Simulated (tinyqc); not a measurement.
Threshold-voltage variability of a planar MOSFET, analytic estimates: course of the iteration: margin in standard deviations for the wanted yield.

Three independent sources add in quadrature: random dopants in the depleted layer, metal-gate grains of two orientations, and roughness of the two gate edges acting through the roll-off VT = VT(long) - Vr exp(-L/l). These are first-order estimates: no three-dimensional electrostatics, no percolation.

Cells fail independently with probability Q(k) = erfc(k/sqrt(2))/2 when the margin is k standard deviations, and Y = exp(-Nb Q(k)). phi = exp(-k^2/2)/sqrt(2 pi). Newton steps on ln Q(k) = ln(-ln(Y)/Nb): k(new) = k + [ln Q - ln(-ln(Y)/Nb)] Q/phi.

Stop when k changes by less than 1e-9, or after 30 iterations.

Parameters, values chosen for the exercise: number of cells Nb = 268435456; wanted yield Y = 0.999.

k at the start = 2

Course of the iteration:

| iteration | k | \|change\| |
|---|---|---|
| 1 | 11.4944 | 9.49 |
| 2 | 7.77134 | 3.72 |
| 3 | 6.90169 | 0.870 |
| 4 | 6.84886 | 0.0528 |
| 5 | 6.84866 | 1.96e-4 |
| 6 | 6.84866 | 2.69e-9 |
| 7 | 6.84866 | 0 |

Did this iteration meet its convergence test, and what does its course show?

Yes. Converged in 7 iterations. At the end the number of correct digits about doubles with each step. With s(dVT) = 35.5 mV, 6.85 standard deviations are 243 mV.

Range of the model: The depletion depth exceeds L, so source and drain share much of the charge and the dopant estimate is rough. gI s exceeds 0.2, so the linear formula for the current mismatch is only a rough guide.

Numbers from tinyqc (`OMP_NUM_THREADS=1 python tinyqc.py 2090071 2090072 out.jsonl`; about 0.01 s on one thread of a shared Intel Xeon 2.30GHz).
